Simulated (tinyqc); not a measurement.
Bandgap voltage reference from two bipolar transistors: effect of the offset of the amplifier.

Two transistors of area 1 and N carry the same current I. Is(T) = Is (T/T0)^eta exp[(Vg0 q/kB)(1/T0 - 1/T)], VBE1 = Vt ln(I/Is(T)) + I rb, VBE2 = Vt ln(I/(N Is(T))) + I rb/N. The amplifier forces I R1(T) = VBE1 - VBE2 + Vos, with R(T) = R (1 + tc (T - T0)) for both resistors, and the output is Vref = VBE1 + I R2(T). Base currents and the Early effect are neglected.

Vt = kB T/q; I = (Vt ln N + Vos)/(R1(T) - rb (1 - 1/N)). Box coefficient: span of Vref between 233 and 398 K over its average over T and over 165 K. The last column is the R2 that gives zero slope at T0.

Inputs (values chosen for the exercise); values of the order met in silicon bipolar transistors: reference temperature T0 = 300 K; band-gap voltage extrapolated to 0 K Vg0 = 1.173 V; temperature exponent of the saturation current eta = 3.3; saturation current of the unit transistor at T0 Is = 3.8e-18 A; area ratio of the second transistor N = 4; resistor across which the difference of VBE falls, at T0 R1 = 9.1 kohm; temperature coefficient of both resistors tc = 0 ppm/K; series resistance of the unit transistor rb = 60 ohm; output resistor at T0 R2 = 138.4 kohm.

Constants: q = 1.602176634e-19 C, kB = 1.380649e-23 J/K. Results are converted to the units shown.

Effect of the offset of the amplifier:
```
Vos (mV)  I at T0 (uA)  Vref at T0 (V)  slope at T0 (uV/K)  box coefficient (ppm/K)  R2 for zero slope (kohm)
-5               3.406           1.183               104.1                    81.41                     130.5
-3               3.627           1.215               103.4                    78.70                     130.6
-1               3.847           1.247               103.1                    76.44                     130.6
0                3.958           1.263               103.1                    75.45                     130.6
1                4.068           1.279               103.1                    74.53                     130.6
3                4.289           1.311               103.3                    72.89                     130.6
5                4.510           1.343               103.8                    71.47                     130.5
```

What does the comparison show?

As Vos goes from -5 to 5, Vref rises from 1.183 to 1.343 V and the box coefficient falls from 81.4 to 71.5 ppm/K. Each mV of offset moves Vref by 16.0 mV, about R2/R1 = 15.2 plus the change of VBE1 with the current.

Numbers from tinyqc (`OMP_NUM_THREADS=1 python tinyqc.py 2062068 2062069 out.jsonl`; about 0.02 s on one thread of a shared Intel Xeon 2.30GHz).
